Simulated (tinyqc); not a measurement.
Comparisons within one model: conductance of a narrow metal strip with scatterers (square lattice, Green functions). A value that a table varies takes the place of the one given here.

A strip of W sites across with hard walls, site energy 0 and hopping -t. Mode n = 1 to W has profile chi_n(j) = sqrt(2/(W + 1)) sin(n j pi/(W + 1)) and energy en = -2t cos(n pi/(W + 1)); E = en - 2t cos(kn a). With z_n = exp(i kn a) (Im k > 0 for closed modes, |z| < 1) each lead gives the self-energy -t z_n in mode n. One column carries the site energies v, here one foreign atom. In the mode basis V_nm = sum_j chi_n(j) v_j chi_m(j), G = (E - en + 2 t z_n - V)^-1, and t_nm = 2t sqrt(sin(kn a) sin(km a)) G_nm in size for open modes. T = sum |t_nm|^2, conductance (2e^2/h) T.

Constants: e^2/h = 3.874045865e-05 S.

Inputs chosen for the exercise (hopping and spacing of the size met in Cu or Al; the lattice is a model; the results hold for these values, not for the real material): t = 1.1 eV (hopping); W = 5 (sites across); v = (0, 0, 0, 0, 1.2) eV (site energies in the scattering column); a = 2.59 angstrom (spacing); E = -2.43 eV (Fermi energy).

## Conductance steps with and without the scatterer

E is varied across the lower half of the band.

Against energy:
```
E/t    E (eV)  open modes       T  reflected
-3.30  -3.630           1  0.9975     0.0025
-2.95  -3.245           2  1.7816     0.2184
-2.65  -2.915           2  1.9533     0.0467
-2.30  -2.530           2  1.9761     0.0239
-1.95  -2.145           3  2.5624     0.4376
-1.65  -1.815           3  2.8441     0.1559
-1.30  -1.430           3  2.9012     0.0988
-0.95  -1.045           4  3.5218     0.4782
-0.65  -0.715           4  3.7450     0.2550
-0.30  -0.330           4  3.8265     0.1735
0.05    0.055           5  4.6830     0.3170
```

The clean strip goes from 1 to 5 open modes. The reflected flux ranges from 0.002 (E/t = -3.3) to 0.478 (E/t = -0.95). A scatterer on one site acts on one combination of modes only, so it can reflect at most one unit.

## The same scatterer in wider strips

Width (W + 1) a; the strength is the entry of v largest in size. The foreign atom sits at site W/2 + 1, rounded down. Added resistance (1/T - 1/M)/(2 e^2/h), M the number of open modes.

Against width:
```
W   width (angstrom)  M       T     T/M  added resistance (ohm)
3               10.4  1  0.9404  0.9404                   818.0
4               12.9  2  1.9289  0.9645                   237.8
5               15.5  2  1.9846  0.9923                    50.2
6               18.1  3  2.9080  0.9693                   136.2
8               23.3  4  3.9079  0.9770                    76.1
10              28.5  5  4.8814  0.9763                    62.7
14              38.9  6  5.9989  0.9998                     0.4
20              54.4  9  8.9478  0.9942                     8.4
```

The added resistance is 818 ohm at W = 3 and 8.4 at W = 20; from W = 10 to 20 it changes by a factor 0.13, where 1/M gives 0.56 and 1/M^2 gives 0.31. A point scatterer removes at most one unit of M (here 0.00 to 0.12), so its resistance is at most 1/(M (M - 1)) in units of h/2e^2, without bound for M = 1, with jumps where modes open or where the site sits near a node of the open modes; the largest value is at W = 3 (818 ohm).

## What each change does

Open modes M, T and the added resistance (1/T - 1/M)/(2 e^2/h). Each row changes one parameter from the base and keeps the others.

Results:
```
case                       M       T  added resistance (ohm)
base                       2  1.9799                      65
t = 1.144 eV               2  1.9846                      50
E = -2.34 eV               2  1.9837                      53
v = (0, 0, 0, 0, 1.56) eV  2  1.9723                      91
```

The largest shifts from the base row, up to three for each result and ties (the steps differ in size, so this ranks the rows, not the parameters). M: unchanged at the printed digits by t, E and v. T: v -0.0076, t +0.0047, E +0.0038. added resistance (ohm): v +25, t -15, E -12.

(tinyqc, `OMP_NUM_THREADS=1 python tinyqc.py 1482792 1482793 out.jsonl`, Intel(R) Xeon(R) Processor @ 2.30GHz, 1 thread, shared host, about 0.01 s.)
